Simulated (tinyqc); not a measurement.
Equation-of-state fits to an energy-volume table made by a known binding curve: one step, computed by the program tinyqc. Command: `OMP_NUM_THREADS=1 python tinyqc.py 3022591 3022592 out.jsonl eosfit walk`. One thread of a shared host (Intel(R) Xeon(R) Processor @ 2.30GHz), about 0.03 s of CPU time with the checks.

With x = (V/V_0)^(1/3), the energy per atom is E = D [exp(-2 eta (x - 1)) - 2 exp(-eta (x - 1))], so that B0 = 2 D eta^2/(9 V_0) and B' = 1 + eta. B' = dB/dP at P = 0.

Task: Errors of the Birch-Murnaghan fit. Third-order Birch-Murnaghan is a cubic in u = V^(-2/3): fit it by linear least squares, find the minimum, and take B0 = V E''(V), B' = -1 - V E'''/E'' there. Errors are fitted minus exact, relative; the pressure at c V_0 uses P = (3 B0/2) (x^7 - x^5) [1 + (3/4)(B' - 4)(x^2 - 1)], x = (V0/V)^(1/3) with the fitted values.

Inputs (values chosen for the exercise, for a model crystal): true volume V_0 = 32.7 angstrom^3/atom; compression V/V_0 for the pressure test = 0.75.

Binding curve: Morse. Noise: added.

fitted B0 = 130.9654 GPa

exact B0 = 131.0345 GPa

fitted B' = 5.427680

exact B' = 5.35

fitted V0 = 32.69870 angstrom^3

exact pressure at c V_0 = 79.59995 GPa

Give: error of B0; error of B'; fitted pressure at c V_0; error of that pressure.

Result:

error of B0 = -0.0527 %

error of B' = 1.45 %

fitted pressure at c V_0 = 82.2 GPa

error of that pressure = 3.33 %
